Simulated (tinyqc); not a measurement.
Dopant redistribution at a moving silicon-oxide interface during parabolic oxidation: one step, computed by the program tinyqc. Command: `OMP_NUM_THREADS=1 python tinyqc.py 3020142 3020143 out.jsonl segox walk`. One thread of a shared host (Intel(R) Xeon(R) Processor @ 2.30GHz), about 0.01 s of CPU time with the checks.

Uniformly doped silicon is oxidised with x_ox = sqrt(B t); the interface advances into the silicon by alpha x_ox, alpha = 0.44. The dopant does not move in the oxide, and at the interface C(silicon) = m C(oxide).

Question. Rates. D = D0 exp(-E/(k_B T)), converted with 1 cm^2/s = 3.6e11 um^2/h; B = B0 exp(-E_B/(k_B T)); s = alpha sqrt(B/(4 D)), the interface advance over 2 sqrt(D t). Temperatures in kelvin are T(C) + 273.15.

Inputs (values chosen for the exercise, modelled on antimony in silicon under steam): dopant prefactor D0 = 3.92 cm^2/s; dopant activation energy E = 3.87 eV; oxidation prefactor B0 = 421 um^2/h; oxidation activation energy E_B = 0.781 eV; temperature T = 1100 C; time t = 1.8 h.

Constants: k_B = 8.617333262e-05 eV/K.

Give: D; B; s; oxide thickness; diffusion length 2 sqrt(D t).

Answer.

D = 0.008827 um^2/h

B = 0.5726 um^2/h

s = 1.772

oxide thickness = 1.015 um

diffusion length 2 sqrt(D t) = 0.2521 um

The interface outruns diffusion. Caution: parabolic growth needs an oxide much thicker than the Deal-Grove length A, which fails for thin films and low temperatures; oxidation-enhanced or retarded diffusion is ignored.
